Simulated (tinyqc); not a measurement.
## Voltage drop against the factor on the load at the hot node

A grid of 13 by 13 nodes with segments Rx (rows) and Ry (columns); every node draws I1 and the central node kh I1; pads with resistance Rp sit at the nodes whose row and column are multiples of the pitch, counting from 0. The drops u = Vdd - V follow from G u = i, with G the conductance matrix and i the load currents, solved directly. Here the pitch is 6.

Inputs (values chosen for the exercise):

| symbol | value | unit | meaning |
|---|---|---|---|
| Vdd | 0.7 | V | supply voltage |
| Rx | 0.29 | ohm | resistance of a horizontal segment |
| Ry | 1.3 | ohm | resistance of a vertical segment |
| Rp | 0.072 | ohm | resistance from a pad node to the supply |
| I1 | 0.44 | mA | load current of a node in the large grid |

Results:

| kh | pads | worst drop (mV) | mean drop (mV) | largest drop at a pad (mV) | largest pad current (mA) | worst drop over Vdd (%) |
|---|---|---|---|---|---|---|
| 1 | 9 | 4.5184 | 3.4320 | 0.97407 | 13.529 | 0.64549 |
| 2 | 9 | 4.5250 | 3.4378 | 1.0006 | 13.897 | 0.64643 |
| 5 | 9 | 4.5449 | 3.4550 | 1.0801 | 15.002 | 0.64927 |
| 20 | 9 | 4.6448 | 3.5415 | 1.4778 | 20.524 | 0.66354 |
| 50 | 9 | 4.8452 | 3.7144 | 2.2730 | 31.570 | 0.69217 |
| 100 | 9 | 5.2497 | 4.0026 | 3.5985 | 49.979 | 0.74996 |

Estimate the missing row, kh = 10.

Computed row:

| kh | pads | worst drop (mV) | mean drop (mV) | largest drop at a pad (mV) | largest pad current (mA) | worst drop over Vdd (%) |
|---|---|---|---|---|---|---|
| 10 | 9 | 4.5780 | 3.4839 | 1.2127 | 16.843 | 0.65400 |

With this row back in the table: The worst drop rises from 4.52 to 5.25 mV and the mean drop rises from 3.43 to 4.00 mV. The central node is itself a pad. The drops are linear in the loads, so the mean grows by 0.00576 mV for each unit of kh in every row.

tinyqc, about 0.08 s, one thread, Intel Xeon 2.30GHz (shared host): `OMP_NUM_THREADS=1 python tinyqc.py 2770228 2770229 out.jsonl`
